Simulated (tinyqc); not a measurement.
# Two channel transmissions from conductance and noise

Inverse problem. A contact has two spin-degenerate channels: G = (2 q^2/h)(T1 + T2), Fano factor F = [T1 (1 - T1) + T2 (1 - T2)]/(T1 + T2), T1 > T2. Find T1 and T2.

G in units of 2 q^2/h = 1.18
Fano factor = 0.26745763

Solution. With g = T1 + T2, T1^2 + T2^2 = g (1 - F), so (T1 - T2)^2 = 2 g (1 - F) - g^2.

T1 = 0.880
T2 = 0.300

Program tinyqc, `OMP_NUM_THREADS=1 python tinyqc.py 2740017 2740018 out.jsonl`; Intel Xeon 2.30GHz, shared host, one thread, about 0.04 s.
